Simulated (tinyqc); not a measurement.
Inside a calculation. Model: thermoelectric coefficients of a parabolic band, Landauer integrals.

Numbers from tinyqc (`OMP_NUM_THREADS=1 python tinyqc.py 2800122 2800123 out.jsonl`; about 0.1 s on one thread of a shared Intel Xeon 2.30GHz). Printed values are rounded.

Bulk parabolic band, x = (E - Ec)/kB T, C = hbar^2/(2 m0), kB T in eV. Modes per area gv m kB T x/(4 pi C) times the back-scattering length l0 x^rr give the transport function s0 X(x), s0 = (2 q^2/h) gv m kB T l0/(4 pi C), X = x^(1 + rr). I_k = int X (x - eta)^k w dx, w = 1/(4 cosh^2((x - eta)/2)).

Parameters, values chosen for the exercise:
- T = 500 K (temperature)
- m = 0.58 m0 (mass of one valley)
- gv = 1 (valleys)
- l0 = 3.5 nm (back-scattering length at x = 1)
- rr = 0.5 (energy exponent of that length)
- kL = 0.37 W/(m K) (lattice thermal conductivity)
- eta = 3.5 (reduced Fermi level (EF - Ec)/kB T)
- xa = 0 (lower end of the grid)
- xe = 14 (upper end of the grid)
- nE = 17 (points of the grid)

Constants: q = 1.602176634e-19 C, kB = 1.380649e-23 J/K, hbar = 1.054571817e-34 J s, h = 6.62607015e-34 J s, m0 = 9.1093837015e-31 kg, Vt = kB T/q, hbar^2/(2 m0) = 0.0380998212 eV nm^2. Results are converted to the units shown.

Range of the model: Parabolic bands, elastic scattering and a fixed kL make these model figures, not those of a material.

## The three integrals on a coarse grid

Simpson's rule on nE equally spaced points from xa to xe.

```
point        x         X           w         X w
0       0.0000         0   0.0284530           0
1       0.8750  0.818488   0.0629841   0.0515517
2       1.7500   2.31503    0.126129    0.291993
3       2.6250   4.25299    0.207653    0.883143
4       3.5000   6.54790        0.25     1.63698
5       4.3750   9.15097    0.207653     1.90022
6       5.2500   12.0293    0.126129     1.51724
7       6.1250   15.1586   0.0629841    0.954751
8       7.0000   18.5203   0.0284530    0.526957
9       7.8750   22.0992   0.0122771    0.271314
10      8.7500   25.8828  0.00519288    0.134406
11      9.6250   29.8608  0.00217795   0.0650353
12     10.5000   34.0239  9.10221e-4   0.0309693
13     11.3750   38.3643  3.79840e-4   0.0145723
14     12.2500   42.8750  1.58411e-4  0.00679188
15     13.1250   47.5498  6.60478e-5  0.00314056
16     14.0000   52.3832  2.75349e-5  0.00144237
```

I_0, I_1, I_2 on this grid: 7.25288  8.72683  31.2684

Converged values are 7.2556, 8.7409 and 31.477; the grid is 0.037 % below the first and 0.66 % below the last.

## Coefficients of the electrons

converged I_0, I_1, I_2: 7.25560  8.74091  31.4769

sigma = s0 I_0, S = -(kB/q) I_1/I_0, Lorenz number L = (kB/q)^2 [I_2/I_0 - (I_1/I_0)^2], kappa_e = L sigma T.

s0 = 141.547 S/cm
sigma = 1027.01 S/cm
S = -103.814 uV/K
L = 2.14381 x 1e-8 V^2/K^2
kappa_e = 1.10086 W/(m K)

L is 12 % below the Sommerfeld value (pi^2/3)(kB/q)^2 = 2.443e-8 V^2/K^2. The Mott formula -(pi^2/3)(kB/q)(1 + rr)/eta gives -121 uV/K, 17 % above S in size.

## Power factor and figure of merit

Power factor S^2 sigma, ZT = S^2 sigma T/(kappa_e + kL).

power factor = 1.10684 mW/(m K^2)
ZT = 0.376259
electronic share of kappa = 74.8446 %
